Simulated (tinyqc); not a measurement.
# Changing the overpotential eta

Model: bottom-up copper filling of a trench by curvature-enhanced accelerator coverage. Computed by tinyqc, a small Python program. Command: `OMP_NUM_THREADS=1 python tinyqc.py 3001113 3001114 out.jsonl superfill sweep`. One thread of a shared host (Intel(R) Xeon(R) Processor @ 2.30GHz), about 0.09 s of CPU time with the checks.

A rectangular trench keeps vertical walls and a flat floor. An accelerator floats on the surface; where area is lost in the corners it is passed on to the floor.

Inputs (values chosen for the exercise, close to those used for damascene copper plating): trench width w = 250 nm; aspect ratio h/w = 1.6; exchange current of the suppressed surface i_0 = 0.011 mA/cm^2; exchange current of the accelerated surface i_1 = 0.82 mA/cm^2; transfer coefficient alpha = 0.51; starting coverage theta_0 = 0.0056; adsorption rate k_a = 0.00052 1/s; cupric ion concentration C = 0.45 mol/l; diffusivity D = 4.4e-06 cm^2/s; boundary layer delta = 71 um; temperature T = 298 K.

Constants: e = 1.602176634e-19 C; N_A = 6.02214076e+23 1/mol; k_B = 8.617333262e-05 eV/K.

Method. Kinetic current i_k = [i_0 (1 - theta) + i_1 theta] exp(alpha eta/(k_B T)), limit i_L = 2 F D C/delta, i = 1/(1/i_k + 1/i_L); velocity v = i Omega/(2F), Omega = 7.11 cm^3/mol, F = e N_A. Depletion inside the trench is ignored. Half width x, floor height y, depth h = aspect ratio x w. dx/dt = -v_s, dy/dt = v_b. d theta_b/dt = k_a (1 - theta_b) + [theta_s v_b + theta_b v_s]/x: the floor takes the accelerator of the wall it covers and keeps its own as it narrows. d theta_s/dt = k_a (1 - theta_s). theta_b is capped at 1. Integrate (tolerance 1e-9) until the walls meet (x = 0.02 w/2) or the floor passes the original mouth y = h. Start: x = w/2, y = 0, theta_b = theta_s = theta_0. Height filled = y/h, opening left = x/(w/2).

One run for each value; columns: (1) overpotential eta (V); (2) ratio v(1)/v(theta_0); (3) share of the height filled from the floor; (4) opening left, as a share of w; (5) time at the end (s):
```
(1)      (2)     (3)   (4)    (5)
0.060  50.33  0.7307  0.02  700.4
0.098  47.81  0.8379  0.02  461.0
0.140  42.58  0.9264  0.02  289.3
0.170  36.83  0.9470  0.02  206.1
0.210  27.07  0.8996  0.02  129.3
0.250  17.27  0.7859  0.02   79.4
0.280  11.44  0.6868  0.02   54.3
0.320   6.30  0.5665  0.02   32.3
0.360   3.54  0.4715  0.02   19.6
```

Over the rows, ratio v(1)/v(theta_0) falls from 50.3 to 3.54 (exponent d ln y / d ln x -0.10 between the first rows and -4.9 between the last); share of the height filled from the floor goes from 0.731 through a maximum among these rows, 0.947 at 0.170, to 0.471; opening left, as a share of w does not change. A high overpotential drives the accelerated surface towards the diffusion limit first, which lowers the contrast in speed.

Caution (all rows): real profiles develop slanted corners, and accelerator is consumed; both are left out.

Extremes, crossings and ranges named in words are read from the listed rows.
